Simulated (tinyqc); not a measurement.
Growth of a silicide layer between metal and silicon: linear-parabolic kinetics, ramp anneals and Kissinger analysis: one step, computed by the program tinyqc.

One compound layer of thickness x grows by diffusion through itself and reaction at an interface, dx/dt = 1/(2x/K + 1/v), until the metal is used up at x = a h.

Problem. Geometry at full reaction. Silicon consumed b h, sheet resistance rho/(final thickness) with 1 micro-ohm cm/nm = 10 ohm; margin to the junction x_j - b h.

Inputs (values chosen for the exercise, modelled on NiSi):
```
quantity                                value          unit
metal thickness h                         8.1            nm
silicon consumed per metal thickness b   1.83             -
silicide resistivity                       16  micro-ohm cm
junction depth x_j                         92            nm
```

final thickness = 17.82 nm

Give: silicon consumed; sheet resistance; margin to the junction.

Solution.

silicon consumed = 14.823 nm

sheet resistance = 8.979 ohm/square

margin to the junction = 77.177 nm

The layer takes 16 % of the junction depth; its surface lies 3.00 nm above the original silicon surface.
